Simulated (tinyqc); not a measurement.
Interdiffusion of a quantum well during annealing: blurred potential and shift of the confined levels: one step, computed by the program tinyqc.

A square well of width w is blurred by Fick diffusion with a constant coefficient; band offsets are linear in composition, masses are uniform, and strain and excitons are ignored.

Task: Diffusion length. D = D0 exp(-E/(k_B T)); L = sqrt(D t); share of well material at the centre erf(w/(4L)); 1 nm = 1e-7 cm. Temperatures in kelvin are T(C) + 273.15.

Inputs (values chosen for the exercise, modelled on InGaAs in InP):
```
quantity              value    unit
well width w            6.2      nm
prefactor D0             30  cm^2/s
activation energy E    3.36      eV
anneal temperature T    700       C
anneal time t           150       s
```

Constants: k_B = 8.617333262e-05 eV/K.

Give: diffusivity D; diffusion length L; ratio L/w; share at the centre.

Result:

diffusivity D = 1.192e-16 cm^2/s

diffusion length L = 1.337 nm

ratio L/w = 0.2157

share at the centre = 0.8989
